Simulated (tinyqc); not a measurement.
Interdiffusion in a binary couple: Darken equations, Kirkendall shift and Boltzmann-Matano analysis: one step, computed by the program tinyqc. Command: `OMP_NUM_THREADS=1 python tinyqc.py 3027273 3027274 out.jsonl darken walk`. One thread of a shared host (Intel(R) Xeon(R) Processor @ 2.30GHz), about 0.01 s of CPU time with the checks.

x is the mole fraction of B; the molar volume is constant, and the two halves are long enough to count as infinite.

Task: Diffusivities at one composition. D*_i(x) = D*_i(0) exp(k x); thermodynamic factor Phi = 1 - 2 W x (1 - x)/(k_B T); with f0 = 0.7815, M0 = 2 f0/(1 - f0), den = M0 ((1 - x) D*_A + x D*_B): D_A = D*_A Phi [1 + 2 (1 - x)(D*_A - D*_B)/den], D_B = D*_B Phi [1 - 2 x (D*_A - D*_B)/den]; interdiffusion D~ = x D_A + (1 - x) D_B.

Inputs (values chosen for the exercise, for a model alloy A-B):
```
quantity                            value   unit
tracer diffusivity D*_A(0)        3.2e-13  m^2/s
tracer diffusivity D*_B(0)        4.6e-13  m^2/s
slope k of ln D* with x              -1.5      -
regular-solution parameter W        0.032     eV
temperature T                        1320      K
composition x for the local step     0.54      -
```

Vacancy-wind correction: Manning, fcc.

Constants: k_B = 8.617333262e-05 eV/K.

Give: thermodynamic factor Phi; intrinsic D_A; intrinsic D_B; interdiffusion coefficient D~ at the local x.

Result:

thermodynamic factor Phi = 0.86024

intrinsic D_A = 1.1689e-13 m^2/s

intrinsic D_B = 1.8544e-13 m^2/s

interdiffusion coefficient D~ at the local x = 1.4842e-13 m^2/s

A positive W (tendency to separate) slows mixing: Phi is below 1.
